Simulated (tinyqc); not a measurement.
A run and its error bars: classical Heisenberg spin chain: exact results, Metropolis, heat-bath and over-relaxation steps, and a Monte Carlo run. Computed by tinyqc, a small Python program. Command: `OMP_NUM_THREADS=1 python tinyqc.py 3130322 3130323 out.jsonl heismc walk`. One thread of a shared host (Intel(R) Xeon(R) Processor @ 2.30GHz), about 0.2 s of CPU time with the checks.

E = -J sum_i s_i . s_(i+1) for unit vectors s_i on an open chain; K = J/(k_B T).

Inputs (values chosen for the exercise, for a model chain of large moments): coupling J = 14 meV; temperature T = 182 K; moment mu = 2.7 mu_B; length N of the open chain = 8; seed = 10319.

Update: Metropolis.

Constants: k_B = 8.617333262e-05 eV/K; mu_B = 5.7883818060e-05 eV/T.

Method:
- Each bond angle is independent, so u = <s_i . s_(i+1)> = coth K - 1/K, <s_i . s_(i+n)> = u^n, correlation length xi = -1/ln|u|, energy per bond -J u, heat capacity per bond c/k_B = 1 - K^2/sinh^2 K, and for the long chain chi = mu^2 (1 + u)/(3 k_B T (1 - u)) per spin.
- For N spins, <|sum s|^2>/N = (1 + u)/(1 - u) - 2 u (1 - u^N)/(N (1 - u)^2); the long chain has (1 + u)/(1 - u), chi over the Curie value, and the difference is relative to it.
- From the ordered state (alternating for J < 0), with trial spins uniform on the sphere, 200 sweeps are discarded and 1600 recorded (even and odd sites in turn; random numbers not printed, so these rows are one sample). Errors are the scatter of block means over sqrt(number of blocks).

K = 0.892655

u = 0.282856

<|sum s|^2>/N = 1.65135

Blocking:
```
block length  mean bond product      error  <|sum s|^2>/N     error
1                       0.29333  0.0051491         1.7249  0.029380
4                       0.29333  0.0063919         1.7249  0.038905
16                      0.29333  0.0073976         1.7249  0.043469
40                      0.29333  0.0083942         1.7249  0.051778
80                      0.29333  0.0089136         1.7249  0.056856
```

With blocks of 40 the bond product is 1.2 error bars from the exact u = 0.2829, and <|sum s|^2>/N is 1.4 from the exact 1.651. Blocking to 40 changes the two errors by factors 1.6 and 1.8, because successive sweeps are correlated. 64 % of the trial spins are accepted.
